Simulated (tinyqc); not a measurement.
# Abrupt p-n junction, non-linear Poisson equation by Newton steps: effect of temperature

One dimension, p side on the left, n side on the right; net doping C = -Na for x < 0 and +Nd for x > 0. The potential psi is counted from the intrinsic level, and the quasi-Fermi potentials are flat: 0 for holes and -V for electrons, so n = ni exp((psi + V)/Vt) and p = ni exp(-psi/Vt) (Boltzmann statistics, full ionisation, no current).

Nc and Nv are given at 293 K and scale as (T/293 K)^1.5; Eg and eps_r are held fixed and ionisation stays complete. ni = sqrt(Nc Nv) exp(-Eg/(2 Vt)), Eg in volts. Depletion approximation: Vbi = Vt ln(Na Nd/ni^2), W = sqrt(2 eps0 eps_r (Vbi - V)(1/Na + 1/Nd)/q), xp = W Nd/(Na + Nd), xn = W Na/(Na + Nd), peak field 2 (Vbi - V)/W, capacitance eps0 eps_r/W. Exact first integral for an abrupt junction with thick neutral sides: psi_p = -Vt ln(Na/ni), psi_n = Vt ln(Nd/ni) - V, psi_j = (Nd psi_n + Na psi_p - Vt (Nd - Na))/(Na + Nd) at the junction, n_j = ni exp((psi_j + V)/Vt), p_j = ni exp(-psi_j/Vt), and E_j^2 = (2 q/(eps0 eps_r)) [Nd (psi_n - psi_j - Vt) + Vt (n_j + p_j)] (minority densities of the neutral sides neglected).

Inputs (values chosen for the exercise); band and dielectric values those of a made-up semiconductor:
- Eg = 1.7 eV (band gap)
- eps_r = 10.1 (relative permittivity)
- Nc = 4.33e17 cm^-3 (conduction-band density of states at the reference temperature)
- Nv = 1.18e19 cm^-3 (valence-band density of states at the reference temperature)
- Na = 7.3e15 cm^-3 (acceptor density of the p side)
- Nd = 3.7e17 cm^-3 (donor density of the n side)
- V = 0 V (bias of the p side against the n side)

Constants: q = 1.602176634e-19 C, kB = 1.380649e-23 J/K, Vt = kB T/q, eps0 = 8.8541878128e-14 F/cm where lengths are in cm. Results are converted to the units shown.

The same in every row: share of W on the n side (%) = 1.935.

Results:

| T (K) | ni (cm^-3) | Vbi (V) | W (nm) | peak field, depletion (kV/cm) | peak field, exact (kV/cm) |
|---|---|---|---|---|---|
| 200 | 4.857e-4 | 1.590 | 497.9 | 63.86 | 64.31 |
| 280 | 1060 | 1.521 | 487.0 | 62.47 | 64.34 |
| 320 | 1.059e5 | 1.485 | 481.2 | 61.71 | 64.50 |
| 360 | 3.880e6 | 1.447 | 475.0 | 60.92 | 64.73 |
| 400 | 7.038e7 | 1.408 | 468.5 | 60.09 | 65.02 |
| 440 | 7.641e8 | 1.368 | 461.8 | 59.23 | 65.35 |
| 480 | 5.638e9 | 1.327 | 454.8 | 58.34 | 65.71 |

Estimate the missing row, T = 240 K.

Computed row:

| T (K) | ni (cm^-3) | Vbi (V) | W (nm) | peak field, depletion (kV/cm) | peak field, exact (kV/cm) |
|---|---|---|---|---|---|
| 240 | 2.371 | 1.556 | 492.6 | 63.18 | 64.27 |

With this row back in the table: ni rises from 4.86e-4 to 5.64e9 cm^-3, while Vbi falls from 1.59 to 1.33 V, on average -0.939 mV/K; W falls from 498 to 455 nm. The depletion field is 0.71 % below the exact one in the first row and 11 % below it in the last. In every row a doping exceeds a fifth of its band density of states, where Boltzmann statistics begin to fail.

tinyqc, about 0.02 s, one thread, Intel Xeon 2.30GHz (shared host): `OMP_NUM_THREADS=1 python tinyqc.py 2000043 2000044 out.jsonl`
